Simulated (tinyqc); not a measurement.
Strain-driven roughening and islands of a mismatched epitaxial film: one step, computed by the program tinyqc.

Film and substrate share isotropic elastic constants; the film is coherent and biaxially strained.

Task: A ripple of given wavelength. A ripple A cos(k x) has the surface chemical potential per volume [gamma k^2 - 2 (1 + nu) w k] A cos(k x), so k_c = 2 (1 + nu) w/gamma. With surface diffusion the amplitude grows at the rate q = B k^2 [2 (1 + nu) w k - gamma k^2], fastest at k_m = (3/4) k_c. B is the surface mobility. Stress at the trough = stress x (1 + 2 k A).

Inputs (values chosen for the exercise, for a model film):
```
quantity                                     value       unit
Poisson ratio nu                              0.24          -
surface energy gamma                          0.78      J/m^2
surface mobility D_s nu_s Omega^2/(k_B T)  8.1e-32  m^6/(J s)
initial ripple amplitude A0                   0.23         nm
ripple wavelength over the critical one        3.5          -
```

Transport: surface diffusion.

k_c = 0.1671625 1/nm

energy density w = 52.57532 MJ/m^3

growth time 1/q at k_m = 0.1921944 s

Give: k; rate q; q over the largest rate; stress concentration at A0.

Result:

k = 0.04776 1/nm

rate q = 0.8219 1/s

q over the largest rate = 0.1580

stress concentration at A0 = 1.022

The ripple grows.
